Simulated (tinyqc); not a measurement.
# From one set of inputs to another, one input at a time

Model: chemical vapour deposition: Grove model, boundary layer, depletion and step coverage. Computed by tinyqc, a small Python program. Command: `OMP_NUM_THREADS=1 python tinyqc.py 3001804 3001805 out.jsonl cvd ladder`. One thread of a shared host (Intel(R) Xeon(R) Processor @ 2.30GHz), about 0.04 s of CPU time with the checks.

A precursor diffuses to the surface and reacts there at first order; each molecule that reacts adds one formula unit of film.

The inputs printed are set A. Set A is close to those used for tungsten from its fluoride; the values taken over come from a set close to those used for epitaxial silicon from a chlorosilane. Inputs not listed in the table keep their values of set A, so the rows need not describe a real material.

Inputs (values chosen for the exercise, close to those used for tungsten from its fluoride):
```
quantity                                            value                unit
prefactor k0 of k_s                                210000                cm/s
activation energy E                                 0.735                  eV
temperature T                                         540                   C
total pressure p                                      760                torr
mole fraction of the precursor Y                    0.015                   -
gas diffusivity D0 at 273.15 K and 760 torr          0.15              cm^2/s
film density N                                    6.3e+22  formula units/cm^3
precursor mass M                                      298                   u
trench width w                                      0.041                  um
aspect ratio of the trench                            4.3                   -
gas velocity U                                         11                cm/s
kinematic viscosity nu0 at 273.15 K and 760 torr     0.93              cm^2/s
susceptor length L                                     11                  cm
channel height b                                      9.4                  cm
```

Reactor: horizontal, atmospheric.

Constants: k_B = 1.380649e-23 J/K; u = 1.6605390666e-27 kg; k_B = 8.617333262e-05 eV/K.

Method:
- k_s = k0 exp(-E/(k_B T)); C_g = Y p/(k_B T), 1 torr = 133.322 Pa; D = D0 (T/273.15)^1.75 (760/p).
- Temperatures in kelvin are T(C) + 273.15.
- Mean speed c = sqrt(8 k_B T/(pi M)); reactive sticking probability beta = 4 k_s/c.
- nu = nu0 (T/273.15)^1.75 (760/p); Re = U L/nu; mean boundary layer delta = (2/3) L/sqrt(Re), at most b/2; h_g = D/delta.
- Fluxes in series: C_s = C_g/(1 + k_s/h_g); growth rate G = k_s h_g/(k_s + h_g) C_g/N; 1 cm/s = 6e8 nm/min.
- Plug flow: U b dC/dx = -k_eff C with k_eff = k_s h_g/(k_s + h_g), so C falls as exp(-k_eff x/(U b)); the used share of the precursor is 1 - C(L)/C(0).
- In a long trench of width w and depth l = aspect ratio x w: Knudsen diffusivity D_K = (2w) c/3 (hydraulic diameter 2w), combined as 1/D_e = 1/D_K + 1/D; D_e d2C/dz2 = 2 k_s C/w with D_e dC/dz = -k_s C at the floor. With m = sqrt(2 k_s/(w D_e)): C(floor)/C(top) = 1/[cosh(m l) + (k_s/(D_e m)) sinh(m l)].

Each row keeps all changes above it:
```
input moved                                                       from                to  rate at the outlet over rate at the inlet  modulus m l  ratio k_s/h_g
set A                                                                -                 -                                    0.94326   1.1986e-01     9.6452e+00
gas diffusivity D0 at 273.15 K and 760 torr (cm^2/s)              0.15               0.5                                    0.85239   1.1727e-01     2.8936e+00
prefactor k0 of k_s (cm/s) and activation energy E (eV)  210000, 0.735  1100000000, 1.94                                    0.99989   1.5652e-03     5.1547e-04
gas velocity U (cm/s)                                               11               8.3                                    0.99985   1.5652e-03     5.9342e-04
temperature T (C)                                                  540               970                                    0.73586   1.6837e-01     5.9025e+00
mole fraction of the precursor Y                                 0.015            0.0031                                    0.73586   1.6837e-01     5.9025e+00
aspect ratio of the trench                                         4.3                21                                    0.73586   8.2227e-01     5.9025e+00
```

Which inputs carry the difference?

Rate at the outlet over rate at the inlet goes from 0.943 to 0.736, a factor 0.780 in all. The largest single move comes from temperature T (a factor 0.736), and prefactor k0 of k_s with activation energy E works against it (a factor 1.17). Modulus m l goes from 0.120 to 0.822, a factor 6.86 in all. The largest single move comes from temperature T (a factor 108), and prefactor k0 of k_s with activation energy E works against it (a factor 0.0133). Ratio k_s/h_g goes from 9.65 to 5.90, a factor 0.612 in all. The largest single move comes from temperature T (a factor 9950), but it runs against the net change; the largest move in the direction of the net change is prefactor k0 of k_s with activation energy E (a factor 1.78e-4). The single moves hold for this order of the switches; the total does not depend on the order.

Caution (all rows): the hydraulic-diameter form of D_K is rough for a slit.

Extremes, crossings and ranges named in words are read from the listed rows.
